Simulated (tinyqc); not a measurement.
## Undoped gate-all-around wire MOSFET, analytic charge model: effect of the temperature

An undoped round wire of radius R under an insulator shell and a surrounding gate; long channel, electrons only, n = ni exp((psi - V)/Vt) with V the quasi-Fermi potential (0 at the source, Vd at the drain), constant mobility, no quantisation. The radial Poisson equation gives n(r) = n(0)/(1 - (1 - b) r^2/R^2)^2 with b = Q0/(Q + Q0). Q is the electron charge per area of the wire surface.

Nc and Nv are given at 300 K and scale as (T/300 K)^1.5; Eg and mu are held fixed. ni = sqrt(Nc Nv) exp(-Eg/(2 Vt)), Eg in volts; Cox = eps0 eox/(R ln(1 + tox/R)); Q0 = 4 eps0 eps_r Vt/R; V0 = dphi + Vt ln[8 eps0 eps_r Vt/(q ni R^2)]. Q solves Vg - V0 - V = Q/Cox + Vt ln(Q/Q0) + Vt ln(1 + Q/Q0). I = mu (2 pi R/L)[2 Vt (Qs - Qd) + (Qs^2 - Qd^2)/(2 Cox) + Vt Q0 ln((Qd + Q0)/(Qs + Q0))], with Qs at V = 0 and Qd at V = Vd.  I(low) is taken at Vg = 0.12 V, Qs and I(high) at Vg = 0.87 V.

Parameters, values chosen for the exercise; material values close to those of germanium:
- Eg = 0.66 eV (band gap)
- eps_r = 16.2 (relative permittivity of the semiconductor)
- Nc = 1.06e19 cm^-3 (conduction-band density of states at the reference temperature)
- Nv = 5.9e18 cm^-3 (valence-band density of states at the reference temperature)
- eox = 4.05 (relative permittivity of the gate insulator)
- tox = 3.9 nm (insulator thickness)
- R = 3 nm (wire radius)
- dphi = 0.02 V (gate work function less that of the intrinsic body)
- mu = 370 cm^2/(V s) (channel mobility)
- L = 0.1 um (gate length)
- Vd = 1 V (drain voltage)

Constants: q = 1.602176634e-19 C, kB = 1.380649e-23 J/K, Vt = kB T/q, eps0 = 8.8541878128e-14 F/cm where lengths are in cm. Results are converted to the units shown.

Result of one run:

| T (K) | V0 (V) | I(low) (nA) | Qs(high) (nC/cm^2) | I(high) (uA) |
|---|---|---|---|---|
| 370 | 0.37714 | 0.42537 | 669.16 | 12.852 |

What becomes of these results when the temperature T is changed from 370 to 400 K, all else the same?

Result of the changed run:

| T (K) | V0 (V) | I(low) (nA) | Qs(high) (nC/cm^2) | I(high) (uA) |
|---|---|---|---|---|
| 400 | 0.37800 | 0.88637 | 670.53 | 13.037 |

The whole series:

| T (K) | V0 (V) | I(low) (nA) | Qs(high) (nC/cm^2) | I(high) (uA) |
|---|---|---|---|---|
| 220 | 0.37107 | 8.4970e-4 | 670.79 | 12.205 |
| 250 | 0.37256 | 0.0050154 | 669.07 | 12.291 |
| 280 | 0.37390 | 0.020896 | 668.14 | 12.401 |
| 310 | 0.37510 | 0.067775 | 667.91 | 12.533 |
| 340 | 0.37618 | 0.18240 | 668.27 | 12.684 |
| 370 | 0.37714 | 0.42537 | 669.16 | 12.852 |
| 400 | 0.37800 | 0.88637 | 670.53 | 13.037 |
| 430 | 0.37876 | 1.6873 | 672.31 | 13.236 |

As T goes from 220 to 430 K, I(low) rises from 8.50e-4 to 1.69 nA and I(high) rises from 12.2 to 13.2 uA. V0 rises from 0.371 to 0.379 V. In every row the surface density at the source at the higher gate voltage passes 0.3 Nc, where Boltzmann statistics fail. In every row mu V/L at the higher gate voltage, with V the smaller of Vd and Vg - V0, passes 3e6 cm/s, so velocity saturation would lower the current. In every row the mobility is held fixed, though a real one changes with T. In every row the body is thin enough for quantum confinement, left out here, to raise the threshold.

Computed by the program tinyqc: `OMP_NUM_THREADS=1 python tinyqc.py 2460040 2460041 out.jsonl`, one thread of a shared Intel Xeon 2.30GHz, about 0.02 s for the whole run.
